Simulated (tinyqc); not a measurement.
Power iteration on a symmetric matrix, step by step. Computed by tinyqc, a small Python program that keeps every step. Settings: method = power, shift = 1.83. Command: `OMP_NUM_THREADS=1 python tinyqc.py 22143 22144 out.jsonl` (the two numbers bound the seeds that draw the settings). One thread of a shared host (Intel(R) Xeon(R) Processor @ 2.60GHz), about 0.01 s of CPU time with the checks.

A:
```
          1         2         3         4
1   0.74300   1.07700  -0.83000   0.14700
2   1.07700   0.82000  -1.72000   0.89800
3  -0.83000  -1.72000   0.92300  -1.38600
4   0.14700   0.89800  -1.38600   1.55600
```

Stop when the residual |A v - lambda v| is below 1e-9.

Steps:

| step | lambda | residual |
|---|---|---|
| 1 | -0.0505620 | 1.74e+00 |
| 2 | -0.2081068 | 1.64e+00 |
| 3 | -0.3562246 | 1.51e+00 |
| 4 | -0.4846390 | 1.36e+00 |
| 5 | -0.5896817 | 1.21e+00 |
| 6 | -0.6723071 | 1.07e+00 |
| 7 | -0.7356613 | 9.31e-01 |
| 8 | -0.7834556 | 8.09e-01 |
| 9 | -0.8191475 | 7.00e-01 |
| 10 | -0.8456363 | 6.05e-01 |
| 11 | -0.8652216 | 5.21e-01 |
| 12 | -0.8796712 | 4.49e-01 |
| 13 | -0.8903187 | 3.86e-01 |
| 14 | -0.8981596 | 3.32e-01 |
| 15 | -0.9039321 | 2.85e-01 |
| 16 | -0.9081814 | 2.45e-01 |
| 17 | -0.9113095 | 2.11e-01 |
| 18 | -0.9136125 | 1.81e-01 |
| 19 | -0.9153083 | 1.55e-01 |
| 20 | -0.9165570 | 1.33e-01 |
| 21 | -0.9174766 | 1.15e-01 |
| 22 | -0.9181540 | 9.83e-02 |
| 23 | -0.9186530 | 8.44e-02 |
| 24 | -0.9190206 | 7.25e-02 |
| 25 | -0.9192914 | 6.22e-02 |
| 26 | -0.9194910 | 5.34e-02 |
| 27 | -0.9196380 | 4.59e-02 |
| 28 | -0.9197463 | 3.94e-02 |
| 29 | -0.9198262 | 3.38e-02 |
| 30 | -0.9198850 | 2.90e-02 |

Can the last value be used, and what does the course show?

Not by the stop rule. Not converged in 30 steps: the residual falls only by the ratio of the two largest distances of eigenvalues from the shift, 0.86 a step. all eigenvalues, for comparison: -0.92005  -0.28617  1.05731  4.19091.
